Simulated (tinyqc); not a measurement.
Comparisons within one model: delta-doped layer in the Thomas-Fermi potential. A value that a table varies takes the place of the one given here.

All donors ionised in the plane z = 0, zero temperature, energies from the Fermi level EF of the Thomas-Fermi model, which lies at the bulk band edge; c = hbar^2/2m0, q = e^2/(4 pi eps0). Layer in a (001) plane: two valleys with m_z = ml, m_d = mt (unprimed) and four with m_z = mt, m_d = sqrt(ml mt) (primed); m3 = (ml mt^2)^(1/3), gv = 6. With n = (gv/3 pi^2)(m3 (-V)/c)^(3/2) and V'' = -(4 pi q/eps) n for z > 0, the solution is V = -b/(|z| + z0)^4 with sqrt(b) = 20/K, K = (4 pi q/eps)(gv/3 pi^2)(m3/c)^(3/2), and z0^5 = 4b/(e F0), e F0 = 2 pi q N/eps; 1e13/cm^2 = 1e-3/angstrom^2. Exchange and correlation are left out.

Subbands solve -(c/m_z) psi'' + V psi = E psi on 1280 points of spacing z0/80; up to ten levels for each group, kept if bound with an rms width below 2.5 z0.

Constants: hbar^2/2m0 = 3.80998211 eV angstrom^2; e^2/(4 pi eps0) = 14.39964547 eV angstrom.

Values chosen for the exercise (near those of a delta-doped layer in Si; not measured data): ml = 0.897 m0 (longitudinal mass); mt = 0.187 m0 (transverse mass); eps = 11.8 (dielectric constant); Nl = (0.75, 1.5, 3, 5.2, 9, 15, 24) x 1e13/cm^2 (sheet densities); N = 7.5 x 1e13/cm^2 (donor sheet density).

## Doping density

The well, the lowest level and the filling anew; at zero temperature n_i = g m_d (mu - E_i)/(2 pi c), with mu fixed by sum n_i = N.

Results:
```
N (1e13/cm^2)  z0 (angstrom)  depth (eV)  lowest (eV)  next - lowest (eV)  occupied  share of lowest (%)
0.75                    34.8      0.0500      -0.0168              0.0087         2                 33.4
1.5                     30.3      0.0870      -0.0322              0.0158         2                 32.0
3.0                     26.3      0.1515      -0.0613              0.0284         3                 30.4
5.2                     23.6      0.2353      -0.1015              0.0447         3                 29.1
9.0                     21.2      0.3649      -0.1671              0.0698         3                 27.8
15                      19.1      0.5491      -0.2650              0.1052         4                 26.7
24                      17.4      0.7997      -0.4036              0.1528         4                 25.6
```

The depth grows as N^(4/5) and z0 shrinks as N^(-1/5): factors 16.0 and 2.00 for 32 times the doping. The lowest level deepens faster, with exponent 0.92, since the zero-point energy takes a smaller share of a deeper well (66 % falling to 50 %). The number of occupied subbands is 2 in the first row and 4 in the last. Depths beyond about 0.5 eV stretch parabolic valleys past their range. Up to N = 0.75 the donor spacing exceeds 1.5 Bohr radii (one radius, a0 eps/m with the density-of-states mass, is 20 angstrom), where a uniform sheet is a crude picture of discrete donors (beyond about three radii electrons stay on single donors).

## What each parameter does

z0, depth, lowest level and its rms width. Each row changes one parameter from the base and keeps the others.

Results:
```
case                z0 (angstrom)  depth (eV)  lowest (eV)  rms z (angstrom)
base                        21.94      0.3154      -0.1417              5.56
N = 12 x 1e13/cm^2          19.97      0.4593      -0.2167              4.62
eps = 10.6                  20.57      0.3292      -0.1444              5.44
ml = 1.032 m0               21.33      0.3067      -0.1398              5.26
mt = 0.159 m0               23.41      0.3365      -0.1591              5.40
```

The largest shifts from the base row, up to three for each result and ties (the steps differ in size, so this ranks the rows, not the parameters). z0 (angstrom): N -1.97, mt +1.47, eps -1.37. depth (eV): N +0.1440, mt +0.0211, eps +0.0138. lowest (eV): N -0.0751, mt -0.0174, eps -0.0028. rms z (angstrom): N -0.94, ml -0.30, mt -0.16.

tinyqc: `OMP_NUM_THREADS=1 python tinyqc.py 1280599 1280600 out.jsonl`; about 0.2 s, one thread, shared Intel(R) Xeon(R) Processor @ 2.30GHz.
